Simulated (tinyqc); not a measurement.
Thin-body transistor below threshold, two-dimensional Poisson equation on a small mesh: one step of the calculation.

A thin body on a thick buried insulator of low permittivity, taken as carrying no normal field at the bottom of the body (row 0). Mobile charge is neglected (subthreshold), the body is fully depleted, and potentials are counted from the intrinsic level; rows run upward to the gate, columns from source to drain.

Task. Over-relaxation sweep (omega = 1.2). Free nodes: rows 0..3, columns 1..5, taken row by row from row 0, left to right. t = (up psi(above) + dn psi(below) + lat [psi(left) + psi(right)] + s)/(up + dn + 2 lat), with the newest neighbours; psi(new) = psi + 1.2 (t - psi).

psi at the start (fixed values on the edges, free nodes at zero) (V):
```
               j=0          j=1          j=2          j=3          j=4          j=5          j=6
row 0   0.48000000   0.00000000   0.00000000   0.00000000   0.00000000   0.00000000   0.78000000
row 1   0.48000000   0.00000000   0.00000000   0.00000000   0.00000000   0.00000000   0.78000000
row 2   0.48000000   0.00000000   0.00000000   0.00000000   0.00000000   0.00000000   0.78000000
row 3   0.48000000   0.00000000   0.00000000   0.00000000   0.00000000   0.00000000   0.78000000
row 4  -0.01000000  -0.01000000  -0.01000000  -0.01000000  -0.01000000  -0.01000000  -0.01000000
```

up, row 0 to 3: [39.633333, 39.633333, 39.633333, 22.208333]
dn, row 0 to 3: [0, 39.633333, 39.633333, 39.633333]
lat, row 0 to 3: [1.6975610, 3.3951220, 3.3951220, 2.04]
s, row 0 to 3 (V): [0, 0, 0, 0]

Give: psi after iteration 1.

Result.

psi after iteration 1 (V):
```
            j=0       j=1       j=2       j=3       j=4       j=5       j=6
row 0   0.48000   0.02272   0.00108   0.00005   0.00000   0.03693   0.78000
row 1   0.48000   0.03528   0.00226   0.00014   0.00001   0.05734   0.78000
row 2   0.48000   0.04222   0.00325   0.00023   0.00002   0.06861   0.78000
row 3   0.48000   0.04425  -0.00005  -0.00388  -0.00418   0.07427   0.78000
row 4  -0.01000  -0.01000  -0.01000  -0.01000  -0.01000  -0.01000  -0.01000
```

Program tinyqc, `OMP_NUM_THREADS=1 python tinyqc.py 2480127 2480128 out.jsonl`; Intel Xeon 2.30GHz, shared host, one thread, about 0.1 s.
